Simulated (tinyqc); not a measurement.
# Octagonal on-chip spiral inductor, lumped pi model: effect of the number of turns

Outer diameter do = di + 2 n wd + 2 (n - 1) sp, mean da = (do + di)/2, fill p = (do - di)/(do + di), length l = 3.314 n da. L = 2.25 mu0 n^2 da/(1 + 3.55 p), mu0 = 4 pi 1e-7 H/m. Rs = rho l/(wd delta (1 - exp(-th/delta))), delta = sqrt(rho/(pi f mu0)). Cs = n wd^2 eps0 eo/hu across the coil. At each end Cox = l wd eps0 eo/(2 ho) leads to the substrate branch Rsi = 2 rs he/(l wd) in parallel with Csi = l wd eps0 11.7/(2 he). With one end grounded Y = 1/(Rs + i w L) + i w Cs + 1/[1/(i w Cox) + 1/(1/Rsi + i w Csi)], w = 2 pi f; Q = -Im Y/Re Y. Eddy currents in neighbouring turns and in the substrate are left out.

Peak Q and its frequency from a search over f; self-resonance where Im Y = 0; Q at the given f (negative beyond resonance).

Parameters, values chosen for the exercise; values of the order met in silicon radio-frequency processes:
- wd = 4 um (line width)
- sp = 1.5 um (space between turns)
- di = 140 um (inner diameter)
- th = 4 um (metal thickness)
- rho = 3 uohm cm (metal resistivity)
- ho = 5.5 um (oxide below the coil)
- hu = 0.9 um (oxide between coil and underpass)
- eo = 3.9 (relative permittivity of the oxide)
- rs = 100 ohm cm (substrate resistivity)
- he = 30 um (effective spreading depth in the substrate)
- f = 5.6 GHz (frequency)

Constants: eps0 = 8.8541878128e-12 F/m. Results are converted to the units shown.

Result of one run:
```
n    L (nH)  do (um)  peak Q  f of the peak (GHz)  self-resonance (GHz)  Q at f
4.5   6.208    186.5   10.08                5.973                 17.29   10.06
```

What becomes of these results when the number of turns n is changed from 4.5 to 8.5, all else the same?

Result of the changed run:
```
n    L (nH)  do (um)  peak Q  f of the peak (GHz)  self-resonance (GHz)  Q at f
8.5   20.27    230.5   7.193                1.915                 6.586   1.812
```

The whole series:
```
n    L (nH)  do (um)  peak Q  f of the peak (GHz)  self-resonance (GHz)  Q at f
1.5  0.8025    153.5   11.95                36.21                 86.91   5.774
2.5   2.093    164.5   11.64                15.97                 41.09   8.416
3.5   3.904    175.5   10.91                9.149                 25.07   9.931
4.5   6.208    186.5   10.08                5.973                 17.29   10.06
5.5   8.994    197.5   9.251                4.218                 12.81   8.810
6.5   12.26    208.5   8.485                3.136                 9.956   6.633
8.5   20.27    230.5   7.193                1.915                 6.586   1.812
```

As n goes from 1.5 to 8.5, L rises from 0.803 to 20.3 nH, the peak Q falls from 11.9 to 7.19, its frequency falls from 36.2 to 1.92 GHz and the self-resonance falls from 86.9 to 6.59 GHz.

Numbers from tinyqc (`OMP_NUM_THREADS=1 python tinyqc.py 2302244 2302245 out.jsonl`; about 0.01 s on one thread of a shared Intel Xeon 2.30GHz).
